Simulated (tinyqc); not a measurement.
Gate voltage for a given inversion charge.

Inverse problem. p-type body, charge-sheet picture, depletion and inversion only, full ionisation (an idealisation for deep acceptors), Boltzmann statistics (rough once Na exp(x - xn) passes about Nc/7). In units of Vt: xg = (Vg - Vfb)/Vt, x = psi/Vt, G = gamma/sqrt(Vt), xn = (2 phiF + Vc)/Vt. The implicit equation is (xg - x)^2 = G^2 [x - 1 + exp(x - xn)] for x above about 3. Cox = eps0 eox/tox. ni = sqrt(Nc Nv) exp(-Eg/(2 Vt)), Eg in volts; phiF = Vt ln(Na/ni); gamma = sqrt(2 q eps0 eps_r Na)/Cox. N_inv = (Cox Vt G/q) [sqrt(x - 1 + exp(x - xn)) - sqrt(x - 1)]. Find x - xn, psi and Vg.

Values chosen for this exercise; band and dielectric values close to those of 4H silicon carbide:

| symbol | value | unit | meaning |
|---|---|---|---|
| T | 350 | K | temperature |
| Eg | 3.24 | eV | band gap |
| eps_r | 9.86 |  | relative permittivity |
| Nc | 2.18e19 | cm^-3 | conduction-band density of states at T |
| Nv | 3.1e19 | cm^-3 | valence-band density of states at T |
| eox | 3.9 |  | relative permittivity of the gate insulator (close to silicon dioxide) |
| tox | 11 | nm | insulator thickness |
| Na | 1.3e16 | cm^-3 | acceptor density |
| Vfb | -0.77 | V | flat-band voltage |
| Vc | 0.2 | V | channel-body voltage |

Constants: q = 1.602176634e-19 C, kB = 1.380649e-23 J/K, Vt = kB T/q, eps0 = 8.8541878128e-14 F/cm where lengths are in cm. Results are converted to the units shown.

N_inv = 4.4e11 cm^-2

Solution. N_inv rises steadily with x, so it fixes x; the implicit equation then gives xg directly.

x - xn = 5.20
psi = 3.14 V
Vg = 2.93 V

Computed by the program tinyqc: `OMP_NUM_THREADS=1 python tinyqc.py 2122120 2122121 out.jsonl`, one thread of a shared Intel Xeon 2.30GHz, about 0.01 s for the whole run.
